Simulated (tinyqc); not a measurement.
# Worked calculation: van der Pauw, Hall and four-point-probe measurements on a doped layer

Numbers from tinyqc (`OMP_NUM_THREADS=1 python tinyqc.py 2850133 2850134 out.jsonl`; about 0.01 s on one thread of a shared Intel Xeon 2.30GHz). Printed values are rounded.

A uniform n-type layer with sheet resistance Rs = 1/(q ns mu), point contacts, low field (mu B small).

Parameters, values chosen for the exercise:
```
symbol,value,unit,meaning
ns,6.1e12,cm^-2,sheet density of the layer
mu,670,cm^2/(V s),drift mobility
rH,1,,Hall factor
B,1,T,magnetic field
I,50,uA,current
ar,1.51,,side ratio a/b of a rectangular sample with corner contacts
t,49,nm,thickness of the layer
```

Constants: q = 1.602176634e-19 C. Results are converted to the units shown.

## Resistances and Hall voltage

Rs = 1/(q ns mu). For a rectangle with contacts at the corners, RA = (8 Rs/pi) sum_(k>=0) ln coth((2k + 1) pi a/(2 b)) with current along a short side b and voltage along the opposite one, RB the same with a and b exchanged; Hall voltage VH = rH B I/(q ns), negative for electrons.

Rs = 1527.16 ohm/square
RA = 67.7159 ohm
RB = 991.645 ohm
VH = -5.11599 mV

RB/RA = 14.6; for a square both equal Rs ln 2/pi = 337 ohm.

## Starting value

z = 2 ln 2/(pi (RA + RB)), exact for RA = RB.

z at the start = 0.416545 mS

## Iteration 1: new z

The van der Pauw equation exp(-pi RA z) + exp(-pi RB z) = 1 is solved for z = 1/Rs: e1 = exp(-pi RA z), e2 = exp(-pi RB z), f = e1 + e2 - 1, f' = -pi (RA e1 + RB e2), z(new) = z - f/f'.

e1 = 0.915199
e2 = 0.273165
f = 0.188363
f' = -1.04570 kohm
z after iteration 1 = 0.596677 mS

## Iteration 2: new z

As before.

e1 = 0.880791
e2 = 0.155851
f = 0.0366426
f' = -0.672906 kohm
z after iteration 2 = 0.651131 mS

## Iteration 3: new z

As before.

e1 = 0.870647
e2 = 0.131533
f = 0.00217988
f' = -0.594988 kohm
z after iteration 3 = 0.654795 mS

## Course of the iteration

Stop when the step is below 1e-10 mS, or after 40 iterations.

Course of the iteration:

| iteration | z before the step (mS) | step (mS) |
|---|---|---|
| 1 | 0.416545 | 0.180 |
| 2 | 0.596677 | 0.0545 |
| 3 | 0.651131 | 3.66e-3 |
| 4 | 0.654795 | 1.49e-5 |
| 5 | 0.654810 | 2.45e-10 |
| 6 | 0.654810 | < 1e-13 |

Converged in 6 iterations.

## Sheet density, mobility and bulk values

converged z = 0.654810 mS

Rs = 1/z; Hall sheet density B I/(q |VH|); Hall mobility |VH|/(Rs B I); true values ns = rH times the Hall density, mu = Hall mobility/rH; bulk density ns/t, resistivity Rs t; correction factor F = Rs/[(pi/ln 2)(RA + RB)/2].

Rs = 1527.16 ohm/square
Hall sheet density = 6.1e12 cm^-2
Hall mobility = 670 cm^2/(V s)
ns = 6.1e12 cm^-2
mu = 670 cm^2/(V s)
bulk density = 1.24490e18 cm^-3
resistivity = 0.00748309 ohm cm
F = 0.636131

Taking the mean of RA and RB without F would overstate Rs by 57 %.
